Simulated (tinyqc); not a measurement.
Deformation-potential model of the X valleys of a conduction band, step by step. Values are carried at full precision from step to step, so a last printed digit may differ when a step is redone from the rounded ones.

s11 = (C11 + C12)/((C11 - C12)(C11 + 2 C12)), s12 = -C12/((C11 - C12)(C11 + 2 C12)), s44 = 1/C44; exx = s11 sxx + s12 (syy + szz) and cyclic, exy = s44 sxy/2; tension is positive. A uniaxial stress X along the unit vector n is s_ij = X n_i n_j. Biaxial (001) means sxx = syy = X.

Constants: kB = 8.617333262e-05 eV/K; hbar^2/2m0 = 3.80998211 eV angstrom^2.

Parameters, chosen for this exercise (near those of GaP; shifted at random, so the results belong to these values and not to a real crystal): C11 = 144.3 GPa; C12 = 61.3 GPa; C44 = 72.3 GPa; load = biaxial (001) (kind of stress); X = -1.3 GPa (stress); Xd = 1.57 eV (dilation potential); Xu = 6.19 eV (uniaxial potential); T = 350 K (temperature); ml = 1.954 m0 (longitudinal mass); mt = 0.256 m0 (transverse mass).

## Strain from a biaxial (001) stress

Form the compliances and the strain.

s11, s12, s44 (1/TPa): 9.2810  -2.7672  13.8313

strain tensor:
```
           x          y         z
x  -0.008468   0.000000  0.000000
y   0.000000  -0.008468  0.000000
z   0.000000   0.000000  0.007195
```

## Valley shifts

Valleys with axes along x, y and z, one whole valley each. Herring-Vogt shift of a valley with unit axis a: dE = Xd tr(e) + Xu a.e.a. Non-degenerate shares n_i = exp(-dE_i/kT)/sum_j exp(-dE_j/kT). Inverse mass tensor of a valley: (1 - a a)/mt + a a/ml; the masses are taken as independent of strain.

Apply the Herring-Vogt formula to each valley.

Xd tr(e) = -15.29 meV

a.e.a: x -0.008468, y -0.008468, z 0.007195

shifts dE (meV): x -67.71, y -67.71, z 29.24

The lowest valleys are x and y, 97.0 meV below the highest; the mean shift over all valleys is (Xd + Xu/3) tr(e) = -35.39 meV.

## Shares of the electrons

Boltzmann factors of the shifts.

kT = 30.161 meV

shares: x 0.4902, y 0.4902, z 0.0197

effective number of valley axes, 1/(largest share) = 2.040

## Conductivity mass tensor

With one scattering time for all valleys the conductivity goes as M = sum_i n_i (inverse mass tensor of valley i); along the unit vector u, 1/m_c = u.M.u. Without stress 1/m_c = (1/ml + 2/mt)/3. Take u along [110].

M (1/m0):
```
       x      y      z
x  2.242  0.000  0.000
y  0.000  2.242  0.000
z  0.000  0.000  3.839
```

m_c along [110] = 0.4459 m0
m_c without stress = 0.3604 m0

The repopulation alone changes the mobility along [110] by -19.2 %; with all electrons in the valleys lightest or heaviest along this direction it would change by +41 or -20 %.

## Effective density of states

Each of the 3 whole valleys has m_d = (ml mt^2)^(1/3) and N = 2 (m_d kT/(4 pi c))^(3/2), c = hbar^2/2m0. Counted from the lowest edge, Nc = N x sum_i exp(-(dE_i - dE_min)/kT). 1 angstrom^-3 = 1e24 cm^-3.

m_d = 0.5040 m0
N of one valley = 1.132e+19 cm^-3
Nc under stress = 2.309e+19 cm^-3
Nc without stress = 3.395e+19 cm^-3

## Piezoresistance from repopulation

For small stress d(rho)/rho = pi X. For valleys on the cube axes pi11 = -(2/3) Xu (s11 - s12)/kT x (K - 1)/(2K + 1), pi12 = -pi11/2, pi44 = 0, K = ml/mt. For stress along [110]: pi_l = (pi11 + pi12 + pi44)/2 with the current along it and pi_t = (pi11 + pi12 - pi44)/2 with the current along [1-10]. 1/GPa = 100 x 1e-11/Pa.

K = 7.633

pi11, pi12, pi44 (1e-11/Pa): -67.2  33.6  0.0

pi_l, pi_t for [110] (1e-11/Pa): -16.8  -16.8

Only the transfer between valleys is counted; changes of mass and of intervalley scattering add to it in a real crystal.

## Checks

- Conductivity mass at zero stress against 3/(1/ml + 2/mt): both 0.3603919.
- Piezoresistance coefficients by finite differences against the closed form: largest difference 6.6e-09.

Run: tinyqc, `OMP_NUM_THREADS=1 python tinyqc.py 1081498 1081499 out.jsonl`; Intel(R) Xeon(R) Processor @ 2.30GHz, one thread, shared host; about 0.03 s of CPU time with all checks.
